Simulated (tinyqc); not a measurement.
# Stacked nanosheet transistor, parasitic resistance, capacitance and delay: effects of single changes

Ns sheets share one contact on top; each has perimeter p = 2 (Ws + ts) and cross-section A = Ws ts; contact width Wc = Ws + 10 nm, stack height Hs = Ns pv. Sheet 1 is the top one. Contact length Lc = CPP - Lg - 2 Lsp, shared by two neighbouring gates. Source and drain sides are equal. The formulas are first-order estimates, not field solutions.

Inputs (values chosen for the exercise); values close to those of silicon logic devices:
```
symbol,value,unit,meaning
T,300,K,temperature
Ns,2,,number of sheets
Ws,20,nm,sheet width
ts,5,nm,sheet thickness
pv,16,nm,vertical pitch of the sheets
rv,156,ohm,vertical resistance between sheet levels
CPP,60,nm,contacted gate pitch
Lg,12,nm,gate length
Lsp,8,nm,spacer length
ks,3.3,,relative permittivity of the spacer
Hc,20,nm,gate height above the channel stack
rc,1.3e-9,ohm cm^2,contact resistivity
re,0.00031,ohm cm,resistivity of the source-drain epitaxy
te,30,nm,current-carrying depth of the epitaxy
rx,0.0019,ohm cm,resistivity of the extension
Lov,2,nm,gate overlap
Cinv,2.5,uF/cm^2,inversion capacitance
vx,9e6,cm/s,injection velocity
mu,280,cm^2/(V s),apparent mobility
VT,0.27,V,threshold at zero drain voltage
dl,0.05,V/V,barrier lowering
n,1.15,,subthreshold factor
Cw,0.34,fF,wire load
Vdd,0.7,V,supply voltage
```

Constants: q = 1.602176634e-19 C, kB = 1.380649e-23 J/K, eps0 = 8.8541878128e-12 F/m, Vt = kB T/q. Results are converted to the units shown.

Each table varies one quantity; the others keep the values above.

## Effect of the relative permittivity of the spacer

Epitaxy sheet resistance Rsh = re/te, transfer length LT = sqrt(rc/Rsh), contact Rc = [sqrt(rc Rsh)/Wc] coth(Lc/(2 LT)); extension of one sheet Rx = rx Lsp/A. With N sheets: gate Cg = Cinv p N Lg; per side, plate Cp = ks eps0 [Wc (Hs + Hc) - N A]/Lsp, top fringe Cf = (2/pi) ks eps0 Wc ln(1 + Lg/(2 Lsp)), overlap Co = Cinv p N Lov. One sheet: I = p Q vx u/(1 + |u|^1.8)^(1/1.8), Q = Cinv n Vt ln(1 + exp((Vg' - VT + dl Vd')/(n Vt))), u = Vd' mu/(vx Lg), Vg' = Vgs - v, Vd' = Vds - 2 v, with the drop on each side v_j = Rc sum I + rv (sum over levels k = 2..j of the current of sheets k..Ns) + Rx I_j. Ieff = [I(Vgs = Vdd, Vds = Vdd/2) + I(Vdd/2, Vdd)]/2, total currents. With Cs = Cp + Cf + Co, the load of an inverter of two such devices driving an equal one is CL = 2 (Cg + 2 Cs) + 4 Cs + Cw (own drains counted twice for the Miller effect); delay CL Vdd/(2 Ieff).

The same in every row: Rc (ohm) = 289.0; Rx/N (ohm) = 760.0; Ieff (uA) = 48.93.

Results:
```
ks   CL (aF)  delay (ps)
1      452.8       3.239
3      478.4       3.422
4      491.2       3.514
5.5    510.4       3.651
7      529.6       3.788
```

Estimate the missing row, ks = 2.

Computed row:
```
ks  CL (aF)  delay (ps)
2     465.6       3.330
```

With this row back in the table: As ks goes from 1 to 7, Ieff stays at 48.9 uA, CL rises from 453 to 530 aF and the delay rises from 3.24 to 3.79 ps.

## Effect of the number of sheets

Same model as above.

The same in every row: Rc (ohm) = 289.0.

Effect of the number of sheets:
```
Ns  Rx/N (ohm)  Ieff (uA)  CL (aF)  delay (ps)
1         1520      25.45    421.1       5.792
2        760.0      48.93    482.2       3.449
3        506.7      69.85    543.3       2.723
4        380.0      87.70    604.4       2.412
5        304.0      102.0    665.5       2.283
6        253.3      112.6    726.6       2.259
```

What does the comparison show?

As Ns goes from 1 to 6, Ieff rises from 25.4 to 113 uA, CL rises from 421 to 727 aF and the delay falls from 5.79 to 2.26 ps. From the first row to the last Ieff grows by a factor of 4.42 and CL by 1.73; the first step changes the delay by -40 %, the last by -1.1 %.

Computed by the program tinyqc: `OMP_NUM_THREADS=1 python tinyqc.py 2170099 2170100 out.jsonl`, one thread of a shared Intel Xeon 2.30GHz, about 0.04 s for the whole run.
